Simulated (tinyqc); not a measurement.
From results back to parameters: free and nearly free electrons in a metal. Two cases, with inputs chosen for the exercise.

Problem. A free-electron metal with 4 atoms in the cubic cell and z electrons an atom has EF = c kF^2/m, (hbar omega_p)^2 = 8 pi c (e^2/(4 pi eps0)) n/m and kF = (3 pi^2 n)^(1/3), c = hbar^2/2m0.

Constants: hbar^2/2m0 = 3.80998211 eV angstrom^2; e^2/(4 pi eps0) = 14.39964547 eV angstrom.

Case 1.

Values chosen (out of a larger set: near those of Al; not measured data): a = 4.081 angstrom (fcc lattice constant).

EF = 11.47602 eV
hbar omega_p = 15.60264 eV

Case 2.

Values chosen (out of a larger set: near those of Al; not measured data): a = 4.058 angstrom (fcc lattice constant).

EF = 11.60648 eV
hbar omega_p = 15.73547 eV

Find: kF; m; z.

Solution. (hbar omega_p)^2/EF = (8/(3 pi)) (e^2/(4 pi eps0)) kF gives kF; EF then gives m, and n = kF^3/(3 pi^2) gives z.

Case 1.

kF = 1.7355 1/angstrom
m = 1.00 m0
z = 3.00

Case 2.

kF = 1.7454 1/angstrom
m = 1.00 m0
z = 3.00

Computed by tinyqc, one run a case: `OMP_NUM_THREADS=1 python tinyqc.py N N+1 out.jsonl` with N = 1681442, 1681459; one thread of a shared Intel(R) Xeon(R) Processor @ 2.30GHz, about 0.01 s a run at most.
